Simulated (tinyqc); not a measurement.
Worked calculation: polytypes by hexagonality, and a cubic inclusion as a quantum well. Values are carried at full precision from step to step, so a last printed digit may differ when a step is redone from the rounded ones.

A layer is h if its two neighbours in the periodic sequence sit on the same site, k otherwise; the hexagonality h is the share of h layers.

Constants: hbar^2/2m0 = 3.80998211 eV angstrom^2.

Inputs chosen for the exercise (of the order of those of InP; the results hold for these values, not for the real material): E3 = 1.434 eV (gap of the cubic polytype); E2 = 1.485 eV (gap of 2H); Ev2 = 0.043 eV (valence top of 2H above that of 3C); P2 = -0.002 C/m^2 (spontaneous polarisation of 2H); m = (0.08, 0.081) m0 (electron mass along c in the cubic layer and in the host); d = 3.385 angstrom (thickness of a double layer); eps = 12.6 (dielectric constant); N = 15 (double layers in the cubic inclusion).

## Hexagonality

Stacking sequences:
```
polytype               sequence
2H                           AB
3C                          ABC
21R       ABCACBACABCBACBCABACB
6H                       ABCACB
15R             ABCACBCABACABCB
```

Give the h/k string and h of each.

Hexagonality:
```
polytype             h/k string       h
2H                           hh  1.0000
3C                          kkk  0.0000
21R       hkkhkkkhkkhkkkhkkhkkk  0.2857
6H                       hkkhkk  0.3333
15R             hkkhkhkkhkhkkhk  0.4000
```

## Gaps and band edges

Gap: E3 + (E2 - E3) h. Valence top Ev2 h and polarisation P2 h, both counted from 3C; Ec = Ev + gap.

Evaluate for each polytype.

Results:
```
polytype  gap (eV)  Ev (eV)  Ec (eV)  P (C/m^2)
2H          1.4850   0.0430   1.5280   -0.00200
3C          1.4340   0.0000   1.4340    0.00000
21R         1.4486   0.0123   1.4609   -0.00057
6H          1.4510   0.0143   1.4653   -0.00067
15R         1.4544   0.0172   1.4716   -0.00080
```

The widest gap is that of 2H, the narrowest that of 3C. Ev and Ec both rise with h, so 3C collects electrons and the more hexagonal side holes: a staggered line-up.

## The bound level without the field

A cubic inclusion of width L = N d in the host (h = 1) is a well of depth V = Ec(host) - Ec(3C). Square well with mass mismatch: k tan(k L/2) = (m_w/m_b) q, k = sqrt(m_w E/c), q = sqrt(m_b (V - E)/c), c = hbar^2/2m0, lowest root. The depth of the level, V - E, is its binding, and the transition to the valence top of the host is gap(host) - (V - E). The step in polarisation gives a field |F| = |P|/(eps eps0) in a thin inclusion, eps0 = 8.8541878e-12 F/m.

Give V, L, the level E, its depth below the host conduction edge and the transition to the valence top of the host, gap(host) - (V - E).

V = 0.0940 eV
L = 50.775 angstrom
E above the bottom = 0.0462 eV
depth below the host edge = 0.0478 eV
transition = 1.4372 eV

The level keeps 51 % of the well depth. The transition lies above the gap of 3C itself (1.434 eV).

## The polarisation field

Give |F|, the drop |F| L, the bound charge |P|/e per cm^2 (e = 1.602176634e-19 C), and, as a first estimate, the shift -|F| L/2 of the transition for an electron centred in the layer and a hole in the host on the high side.

|F| = 0.179 MV/cm
drop = 91.0 meV
bound charge = 1.25e+12 cm^-2
estimated shift = -45.5 meV

The drop is 97 % of the well depth. The host edge on the low side sinks by 46 meV against the centre, less than the 48 meV by which the flat well binds.

## Checks

- Square-well root against finite differences on a grid of 0.5 angstrom (eV): both 0.046.

Computed by tinyqc, a small Python program: `OMP_NUM_THREADS=1 python tinyqc.py 1850032 1850033 out.jsonl` (the numbers bound the seed that draws the inputs); one thread of a shared host (Intel(R) Xeon(R) Processor @ 2.30GHz), about 0.08 s for the whole set of steps.
